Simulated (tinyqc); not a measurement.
# Changing the thickness d

Model: permeation of metal atoms or ions through a thin barrier or dielectric: time lag, field-aided drift and lifetime. Computed by tinyqc, a small Python program. Command: `OMP_NUM_THREADS=1 python tinyqc.py 3012207 3012208 out.jsonl barrier sweep`. One thread of a shared host (Intel(R) Xeon(R) Processor @ 2.30GHz), about 0.03 s of CPU time with the checks.

The film 0 < x < d is empty at first; C = C0 at x = 0 and C = 0 at x = d. dC/dt = D d2C/dx2 - v dC/dx with drift v = D z e V/(k_B T d) (uniform field, no space charge).

Inputs (values chosen for the exercise, for a model case: singly charged ions through a dielectric): prefactor D0 = 47 cm^2/s; activation energy E = 1.29 eV; concentration at the source side C0 = 1.7e+14 1/cm^3; charge number z = 1; voltage V (positive drives ions across) = 0.11 V; critical dose Q_c = 8e+08 1/cm^2; test temperature T = 150 C; use temperature T_u = 100 C.

Constants: k_B = 8.617333262e-05 eV/K.

Method:
- D = D0 exp(-E/(k_B T)); time scale d^2/D; Peclet number P = z V/(k_B T), k_B T in eV; 1 nm = 1e-7 cm.
- Temperatures in kelvin are T(C) + 273.15.
- Steady flux J = (D C0/d) P/(1 - exp(-P)); time lag in units of d^2/D: s_L = [P (1 + exp(-P))/(1 - exp(-P)) - 2]/P^2 (P = 0: J = D C0/d, s_L = 1/6).
- Dose through the film Q(s) = C0 d {f (s - s_L) - 2 exp(P/2) sum_(n=1..200) (-1)^n n^2 pi^2 exp(-l_n s)/l_n^2}, l_n = n^2 pi^2 + P^2/4, f = P/(1 - exp(-P)) the relative flux.
- Solve Q = Q_c for s. At the use temperature D and P take T_u, with the same C0 and V; 1 year = 3.15576e7 s.

One run for each value:
```
thickness d (nm)  failure time at T (s)  time lag (s)  s at the critical dose  steady flux J (1/(cm^2 s))
7                                  54.6    3.5164e+00                  2.2653                  1.5656e+07
11                                 89.0    8.6834e+00                  1.4946                  9.9631e+06
16                                135.2    1.8371e+01                  1.0731                  6.8496e+06
25                                227.3    4.4852e+01                  0.7393                  4.3838e+06
38                                380.8    1.0363e+02                  0.5360                  2.8841e+06
59                                677.8    2.4981e+02                  0.3957                  1.8575e+06
90                               1219.8    5.8128e+02                  0.3061                  1.2177e+06
140                              2330.9    1.4066e+03                  0.2417                  7.8282e+05
210                              4331.8    3.1648e+03                  0.1996                  5.2188e+05
```

Over the rows, failure time at T (s) rises from 54.6 to 4330 (exponent d ln y / d ln x 1.1 between the first rows and 1.5 between the last); time lag (s) rises from 3.52 to 3160 (exponent d ln y / d ln x about 2.0 throughout); s at the critical dose falls from 2.27 to 0.200 (exponent d ln y / d ln x -0.92 between the first rows and -0.47 between the last). The exponent of time lag stays at 2: the lag scales as d^2/D, with P independent of d.

Caution (all rows): a prefactor D0 above about 10 cm^2/s is far larger than atomic jumps allow; it only sets the time scale of the exercise. Caution (all rows): grain boundaries, pinholes, trapping and space charge are left out; thin real barriers usually fail at defects. Caution (rows 210): the space-charge potential z e C0 d^2/(2 eps) (for eps_r near 4) exceeds 10 mV, so the field is not uniform.
